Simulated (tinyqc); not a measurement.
From results to parameters: two-site tight-binding chain. Computed by the program tinyqc.

Problem. A two-site chain has site energies +delta (A) and -delta (B) and hoppings t1 > t2 > 0, so E = +/- sqrt(delta^2 + |t1 + t2 exp(-ika)|^2). Find delta, t1 and t2.

upper band at k = 0 = 3.694997 eV
upper band at the zone edge = 1.739483 eV
weight of the upper band on site A at the zone edge = 0.922539

Solution. The weight on A is (1 + delta/E)/2, which gives delta; then t1 + t2 = sqrt(E(0)^2 - delta^2) and t1 - t2 = sqrt(E(edge)^2 - delta^2).

delta, t1, t2 (eV): 1.4700  2.1600  1.2300
